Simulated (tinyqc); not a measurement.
Mesh size and shift: special k points of the hexagonal lattice.

Lattice vectors in units of a: a1 = (1, 0), a2 = (-1/2, sqrt(3)/2); reciprocal vectors b_i with a_i . b_j = 2 pi delta_ij. Mesh: k = sum_i f_i b_i with f_i = (2 j_i + shift)/(2 N), j_i = 0 .. N-1. The point group of the lattice has 12 operations; only those that map the mesh onto itself are used.

A_m(k) = sum over the m-th star of lattice vectors R of cos(k . R), stars in order of length: m = 1: |R|^2 = 1, 6 vectors, such as (1, 1) in the basis a_i; m = 2: |R|^2 = 3, 6 vectors, such as (2, 1) in the basis a_i; m = 3: |R|^2 = 4, 6 vectors, such as (2, 2) in the basis a_i; m = 4: |R|^2 = 7, 12 vectors, such as (3, 2) in the basis a_i; m = 5: |R|^2 = 9, 6 vectors, such as (3, 3) in the basis a_i; m = 6: |R|^2 = 12, 6 vectors, such as (4, 2) in the basis a_i. The zone mean of every A_m is zero.

Test function, the lower band of a two-band insulator: E(k) = -sqrt(D^2 + (e0 - t A_1(k))^2).
Values chosen for the exercise: D = 2.49 eV (half gap term); t = 0.86 eV (coupling); e0 = 2.06 eV (offset).

Errors of the mean of E against the unshifted mesh with N = 96. The fifth column is |R|^2 of the shortest star with a non-zero mean.

Meshes:

| mesh | points | irreducible | operations | \|R\|^2 missed | error (meV) |
|---|---|---|---|---|---|
| 2 Gamma | 4 | 2 | 12 | 4.00 | -627.947 |
| 2 shifted | 4 | 2 | 4 | 4.00 | 241.154 |
| 3 Gamma | 9 | 3 | 12 | 9.00 | -5.529 |
| 3 shifted | 9 | 4 | 4 | 9.00 | -0.631 |
| 4 Gamma | 16 | 4 | 12 | 16.00 | 23.879 |
| 4 shifted | 16 | 6 | 4 | 16.00 | -7.728 |
| 5 Gamma | 25 | 5 | 12 | 25.00 | -2.029 |
| 5 shifted | 25 | 9 | 4 | 25.00 | 0.655 |
| 6 Gamma | 36 | 7 | 12 | 36.00 | -1.855 |
| 6 shifted | 36 | 12 | 4 | 36.00 | 0.620 |
| 8 Gamma | 64 | 10 | 12 | >36 | 0.174 |
| 8 shifted | 64 | 20 | 4 | >36 | -0.058 |
| 10 Gamma | 100 | 14 | 12 | >36 | -0.016 |
| 10 shifted | 100 | 30 | 4 | >36 | 0.005 |

reference mean = -3.76092 eV

How do the results move, and what explains it?

The shifted mesh has the smaller error for 7 of 7 values of N and the larger for 0. The cheapest mesh within 1 meV is 3 shifted, with 4 irreducible points, but a larger mesh of the same type misses again, so this is a chance hit. A mesh misses the lattice vectors N (n1 a1 + n2 a2 + ...); the half shift gives each the sign (-1)^(n1 + n2 + ...), so the 6 shortest ones add up to -2 in place of 6. The shift lowers the symmetry; it leaves more irreducible points for N = 3, 4, 5, 6, 8 and 10.

tinyqc: `OMP_NUM_THREADS=1 python tinyqc.py 1680556 1680557 out.jsonl`; about 0.09 s, one thread, shared Intel(R) Xeon(R) Processor @ 2.30GHz.
